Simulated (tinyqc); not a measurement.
Quantum-well laser, gain and threshold: one step of the calculation.

One electron and one heavy-hole subband per well, parabolic, with equal sheet densities n of electrons and holes; k-conserving transitions, TE polarisation, no line broadening, so the gain starts as a step at E0 and peaks there. All wells are pumped alike.

Problem. Densities of states, saturated gain and threshold gain. Nc = me kB T/(pi hbar^2), Nv = mh kB T/(pi hbar^2), mr = me mh/(me + mh) in m0, g0(E) = q^2 Ep mr/(4 nr eps0 c hbar E Lw) (squared momentum element m0 Ep/4, joint density of states mr/(pi hbar^2 Lw) for both spins). Mirror loss am = ln(1/(R1 R2))/(2 Lc); threshold gain gth = (ai + am)/(Nw Gw).

Inputs (values chosen for the exercise); well values close to those of AlGaInP:
```
symbol  value  unit                       meaning
T         273     K                   temperature
E0          2    eV      lowest transition energy
me      0.104    m0        in-plane electron mass
mh      0.376    m0            in-plane hole mass
Ep       27.2    eV                   Kane energy
nr       3.17                    refractive index
Lw          8    nm                    well width
Nw          5                     number of wells
Gw      0.015        optical confinement per well
ai         10  1/cm                 internal loss
Lc        250    um                 cavity length
R1        0.3                   front reflectance
R2       0.32                    back reflectance
```

Constants: q = 1.602176634e-19 C, kB = 1.380649e-23 J/K, eps0 = 8.8541878128e-12 F/m, hbar = 1.054571817e-34 J s, m0 = 9.1093837015e-31 kg, c = 299792458 m/s. Results are converted to the units shown.

Give: Nc; Nv; mr; g0(E0); am; gth.

Solution.

Nc = 1.022e12 cm^-2
Nv = 3.695e12 cm^-2
mr = 0.08147 m0
g0(E0) = 1.002e4 1/cm
am = 46.87 1/cm
gth = 758.2 1/cm

Range of the model: The second hole subband, left out here, lies within about 2 Vt of the first in a well this wide.

tinyqc, about 0.02 s, one thread, Intel Xeon 2.30GHz (shared host): `OMP_NUM_THREADS=1 python tinyqc.py 2840116 2840117 out.jsonl`
